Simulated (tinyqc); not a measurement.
Thermal boundary conductance by the acoustic and diffuse mismatch models: one step, computed by the program tinyqc. Command: `OMP_NUM_THREADS=1 python tinyqc.py 3019891 3019892 out.jsonl kapitza walk`. One thread of a shared host (Intel(R) Xeon(R) Processor @ 2.30GHz), about 0.01 s of CPU time with the checks.

Each side has one longitudinal and two transverse Debye branches, omega = v q up to q_D = (6 pi^2 n)^(1/3), with n counting all atoms. Scattering at the interface is elastic. Electrons are left out of G, also for metals. Melting is ignored. G refers to the temperatures of the phonons sent towards the interface. Linear branches over all atoms overstate G at high T, most for crystals with several atoms a cell.

Problem. Cut-off frequencies and impedances. omega_c = v q_D for each branch, given as hbar omega_c/k_B; impedance Z = rho v.

Inputs (values chosen for the exercise, modelled on titanium nitride (side 1) and gallium nitride (side 2)): density rho_1 = 5.24 g/cm^3; longitudinal velocity vL_1 = 10400 m/s; transverse velocity vT_1 = 6340 m/s; atom density n_1 = 106 1/nm^3; density rho_2 = 6.19 g/cm^3; longitudinal velocity vL_2 = 8040 m/s; transverse velocity vT_2 = 4280 m/s; atom density n_2 = 90.2 1/nm^3.

Structure: film on a substrate.

Constants: hbar = 1.054571817e-34 J s; k_B = 1.380649e-23 J/K.

Give: Branches.

Solution.

Branches:
```
branch     v (m/s)  cut-off (K)  Z (1e6 kg/(m^2 s))
L, side 1    10400         1465             54.4960
T, side 1     6340          893             33.2216
L, side 2     8040         1073             49.7676
T, side 2     4280          571             26.4932
```
